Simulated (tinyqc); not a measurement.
Speciation in dilute and buffered hydrofluoric acid, oxide etch rate and bath loading. Changing the HCl added. Computed by tinyqc, a small Python program. Command: `OMP_NUM_THREADS=1 python tinyqc.py 3121401 3121402 out.jsonl hfetch sweep`. One thread of a shared host (Intel(R) Xeon(R) Processor @ 2.30GHz), about 0.01 s of CPU time with the checks.

Concentrations stand for activities, NH4+ and Cl- are spectators, and water ionisation is neglected. H, F and HF2 denote the ions H+, F- and HF2-. The base temperature is 298 K.

Inputs (values chosen for the exercise, of the order of those for thermal oxide at room temperature):

| quantity | value | unit |
|---|---|---|
| HF added | 0.21 | mol/L |
| NH4F added | 0.25 | mol/L |
| K1 = [H][F]/[HF] | 0.000617 | mol/L |
| K2 = [HF2]/([HF][F]) | 4.09 | L/mol |
| K3 = [H2F2]/[HF]^2 | 0 | L/mol |
| rate constant of neutral HF k_a | 12 | nm L/(min mol) |
| rate constant of HF2 k_b | 54 | nm L/(min mol) |
| activation energy | 0.32 | eV |
| temperature error | 2.4 | K |
| oxide removed per wafer | 76 | nm |

Constants: k_B = 8.617333262e-05 eV/K.

Method:
- Fluoride balance: [HF] + [F] + 2 [HF2] + 2 [H2F2] = HF added + NH4F added. Acid balance: [H] + [HF] + [HF2] + 2 [H2F2] = HF added + HCl added. For a trial [H], [HF] = [H][F]/K1, and the fluoride balance is a quadratic in [F].
- The root is refined to 1e-13 in pH = -log10 [H].
- Rate = k_a ([HF] + 2 [H2F2]) + k_b [HF2], an empirical two-term form.
- Time = oxide/rate; a temperature error changes the rate by exp((E_a/k_B)(1/298 - 1/(298 + error))) - 1.

One run for each value:

| HCl added (mol/L) | etch rate (nm/min) | pH | [HF2] (mol/L) | share of HF2 in the rate (%) |
|---|---|---|---|---|
| 0.001 | 6.0856 | 3.3269 | 0.084745 | 75.197 |
| 0.0026 | 6.1094 | 3.3173 | 0.084856 | 75.003 |
| 0.0067 | 6.1684 | 3.2927 | 0.085097 | 74.497 |
| 0.017 | 6.3050 | 3.2313 | 0.085430 | 73.168 |
| 0.045 | 6.5930 | 3.0644 | 0.084365 | 69.099 |
| 0.12 | 6.7942 | 2.6041 | 0.068193 | 54.199 |
| 0.3 | 5.7032 | 1.2061 | 0.007851 | 7.433 |
| 0.77 | 5.5439 | 0.2827 | 0.001012 | 0.986 |
| 2 | 5.5272 | -0.2432 | 0.000304 | 0.297 |

Describe and explain the trends.

Over the rows, etch rate (nm/min) goes from 6.09 through a maximum among these rows, 6.79 at 0.120, to 5.53; pH falls from 3.33 to -0.243; [HF2] (mol/L) goes from 0.0847 through a maximum among these rows, 0.0854 at 0.0170, to 3.04e-4. Added acid turns F and HF2 into neutral HF, the slower species in this rate law.

Caution (rows 0.300, 0.770, 2.00): at ionic strengths above about 0.5 mol/L activities differ much from concentrations, so pH and rates are only indicative.

Extremes, crossings and ranges named in words are read from the listed rows.
